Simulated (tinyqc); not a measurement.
Comparisons within one model: localisation in a chain with random site energies (transfer matrices). A value that a table varies takes the place of the one given here.

Hopping -t; leads with site energy 0, E = -2t cos(ka). psi_(j+1) = ((e_j - E)/t) psi_j - psi_(j-1), a product of matrices M_j = [[(e_j - E)/t, -1], [1, 0]]. For M = M_N ... M_1 the transmission is T = 4 sin^2(ka)/|M21 - M12 + M22 exp(ika) - M11 exp(-ika)|^2. Long samples draw e_j = W (x_j/2147483647 - 1/2) from x_j = 16807 x_(j-1) mod 2147483647, starting at x0. The localisation length xi, in sites, is defined by ln T = -2N/xi on average; weak disorder gives xi = 24 (4t^2 - E^2)/W^2, and the mean free path for backscattering is xi/2.

Numerical xi = N/ln sqrt(psi_(N+1)^2 + psi_N^2) for N = 20000 sites from psi_1 = 1, psi_0 = 0; its statistical error is about xi sqrt(xi/N).

Parameters, chosen for this exercise: t = 1.06 eV (hopping); E = -0.67 eV (energy); x0 = 9550 (start of the number sequence); W = 2.38 eV (full width of the disorder).

## Localisation length against disorder

The same number sequence scaled by W.

xi (sites):
```
W/t   W (eV)  numerical  error  weak disorder  strong: 1/(ln(W/2t) - 1)
1.0    1.060     78.591  4.927         86.412                         -
1.5    1.590     35.875  1.519         38.405                         -
2.0    2.120     21.058  0.683         21.603                         -
3.0    3.180      9.611  0.211          9.601                         -
4.0    4.240      5.410  0.089          5.401                         -
6.0    6.360      2.723  0.032          2.400                         -
10.0  10.600      1.381  0.011          0.864                     1.641
16.0  16.960      0.887  0.006          0.338                     0.926
```

How do the results move?

At W = t the numerical value is 78.6 +/- 4.9 against 86.4, and at 2t 21.06 +/- 0.68 against 21.60. The weak-disorder formula is within 15 % for W/t = 1, 1.5, 2, 3, 4 and 6; at W = 16t it gives 0.34 and the strong-disorder form 0.93, against 0.89. All states of the chain are localised; disorder only sets the length.

## From ballistic to localised

200 samples of each length, cut one after another from the start of the sequence. Typical T = exp(mean ln T). Ohmic: 1/(1 + 2N/xi); localised: exp(-2N/xi), both with the weak-disorder xi.

Transmission:
```
N   mean T  typical T  spread of ln T   ohmic  localised
2    0.831      0.814           0.216   0.811      0.792
5    0.620      0.564           0.473   0.632      0.558
10   0.432      0.303           1.013   0.462      0.311
20   0.216     0.0944           1.558   0.300     0.0969
40  0.0778     0.0101           2.586   0.176    0.00940
80  0.0123   9.68e-05           4.098  0.0968   8.83e-05
```

What can be read from the table?

With xi = 17.1 sites, mean and typical T are 0.620 and 0.564 at N = 5, and 0.0123 and 9.68e-05 at N = 80, where ln T scatters by 4.1. The slope of ln(typical T) between 40 and 80 sites gives xi = 17.2, uncertain by about 7 % from the scatter of 200 samples. At N = 80 the ohmic law gives 1e+03 times the typical value: a single channel has no ohmic range beyond a mean free path, and the mean is carried by rare resonant samples.

## What each parameter does

Numerical and weak-disorder xi. Each row changes one parameter from the base and keeps the others.

Results:
```
case          numerical xi (sites)  weak-disorder xi (sites)
base                         16.76                     17.14
t = 1.219 eV                 22.40                     23.28
E = -0.47 eV                 18.74                     18.11
W = 2.856 eV                 11.78                     11.90
x0 = 9551                    17.05                     17.14
```

What does this show?

The largest shifts from the base row, up to three for each result and ties (the steps differ in size, so this ranks the rows, not the parameters). numerical xi (sites): t +5.64, W -4.98, E +1.98. weak-disorder xi (sites): t +6.14, W -5.24, E +0.97; unchanged at the printed digits by x0. A new x0 is another sample of the same disorder; its shift is one draw of the statistical scatter, about xi sqrt(xi/N); the other rows share one sample, so their errors are correlated.

(tinyqc, `OMP_NUM_THREADS=1 python tinyqc.py 1482370 1482371 out.jsonl`, Intel(R) Xeon(R) Processor @ 2.30GHz, 1 thread, shared host, about 0.07 s.)
